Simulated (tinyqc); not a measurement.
Inside a calculation. Method: plane-wave Kohn-Sham cycle with exchange-only LDA in a layered model solid. One step of it, computed by the program tinyqc.

Task: Iteration 1: Hamiltonian at one k. H(m,m') = (k + G_m)^2/2 delta + V(G_m - G_m'), with V(-G) = V(G).

A solid whose potential varies along x alone (atomic units):

| parameter | value |
|---|---|
| period a | 16.900000 |
| cross-section of the cell | 28.000000 |
| electrons per cell | 2 |
| grid points | 16 |
| plane waves -n..n, n | 2 |
| k points | 1 |
| V1 in V1 cos(2 pi x/a) | -0.190000 |
| V2 in V2 cos(4 pi x/a) | -0.100000 |

V(G_m), m = 0, 1, 2, ... (hartree): -0.159216  -0.095000  -0.050000  0.000000  0.000000

k = 0.000000 2 pi / a

Give: H.

Result:

H (hartree), lower triangle:
```
         -2       -1       +0       +1      +2
-2   0.1172
-1  -0.0950  -0.0901
+0  -0.0500  -0.0950  -0.1592
+1   0.0000  -0.0500  -0.0950  -0.0901
+2   0.0000   0.0000  -0.0500  -0.0950  0.1172
```
